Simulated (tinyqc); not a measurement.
## Choice of the length

One arm driven from 0 to V: phase 2 pi dneff L/lam; biased at quadrature the output swings between [1 -+ sin(phase/2)]/2; extinction ratio in dB; insertion loss = loss x L. The modulation amplitude is sin(phase/2) 10^(-insertion loss/10), as a share of the input power.

Inputs (values chosen for the exercise): wavelength lam = 1550 nm.

dneff = 0.0001394
loss = 23 dB/cm

Results:
```
L (mm),phase (pi),extinction (dB),insertion loss (dB),amplitude
0.3,0.053961,0.73712,0.69000,0.072224
0.43,0.077345,1.0579,0.98900,0.096512
0.61,0.10972,1.5045,1.4030,0.12415
0.88,0.15829,2.1822,2.0240,0.15441
1.3,0.23383,3.2646,2.9900,0.18039
1.8,0.32377,4.6212,4.1400,0.18770
3.7,0.66552,11.408,8.5100,0.12192
5.3,0.95332,28.711,12.190,0.060233
```

Estimate the missing row, L = 2.6 mm.

Computed row:
```
L (mm),phase (pi),extinction (dB),insertion loss (dB),amplitude
2.6,0.46766,7.0467,5.9800,0.16915
```

With this row back in the table: The amplitude goes from 0.0722 through a maximum of 0.188 (at L = 1.8 mm among the rows listed) to 0.0602, while the extinction ratio rises from 0.737 to 28.7 dB. The phase grows linearly with length while the transmitted power falls exponentially, hence the maximum. Beyond a few millimetres electrode loss and velocity mismatch, left out here, limit the speed.

Program tinyqc, `OMP_NUM_THREADS=1 python tinyqc.py 2650101 2650102 out.jsonl`; Intel Xeon 2.30GHz, shared host, one thread, about 0.01 s.
